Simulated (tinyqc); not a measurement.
Interlayer thickness: switching kinetics of a ferroelectric film and the memory window of a ferroelectric gate stack. Computed by tinyqc, a small Python program. Command: `OMP_NUM_THREADS=1 python tinyqc.py 3031766 3031767 out.jsonl feswitch walk`. One thread of a shared host (Intel(R) Xeon(R) Processor @ 2.30GHz), about 0.02 s of CPU time with the checks.

Fields in MV/cm; 1 microcoulomb/cm^2 over eps_0 is 11.29409 MV/cm. In the stack (metal, ferroelectric, interlayer, channel) the channel is taken as a conductor.

Inputs (values chosen for the exercise, for a model film):
```
quantity                                 value               unit
saturation polarisation P_s                 17  microcoulomb/cm^2
ratio P_r/P_s                             0.77                  -
coercive field E_c                         1.5              MV/cm
permittivity of the ferroelectric eps_F     40                  -
thickness t_F                              6.8                 nm
permittivity of the interlayer eps_I       3.9                  -
share s of P screened by trapped charge   0.73                  -
pulse height V                             4.9                  V
breakdown field of the interlayer           12              MV/cm
```

Method. Series stack: V = E_F t_F + E_I t_I and eps_I E_I = eps_F E_F + (1 - s) P/eps_0. E_I is for P = +P_s at the pulse height, the depolarising field for P = +P_r at V = 0; V needed puts E_F = 1.5 E_c after switching.

Stack against t_I:
```
t_I (nm)  E_F after (MV/cm)  E_I (MV/cm)  depolarising field / E_c  V needed (V)
0.3                  4.5573       60.034                   0.20725         2.621
0.5                  3.5507       49.710                   0.28602         3.348
0.8                  2.5569       39.517                   0.36379         4.440
1.2                  1.7296       31.032                   0.42852         5.894
1.6                  1.1948       25.547                   0.47037         7.349
2.0                  0.8207       21.710                   0.49965         8.804
3.0                  0.2428       15.783                   0.54486        12.441
```

What follows from these numbers?

Each nanometre of interlayer costs 3.64 V, against 0.22 V for a nanometre of ferroelectric. The depolarising field grows from 0.21 to 0.54 E_c. At E_F = 1.5 E_c the interlayer carries (1.5 eps_F E_c + (1 - s) P_s/eps_0)/eps_I = 36.4 MV/cm whatever its thickness, above its breakdown field of 12 MV/cm, so the voltages in the last column could not be applied without breakdown. Caution: rows with E_I above the breakdown field of the interlayer cannot be reached without charge injection. Caution: where E_F after switching is below E_c the switching stalls before P_s, and where the depolarising field exceeds E_c the state switches back, so those rows describe states that are not held.
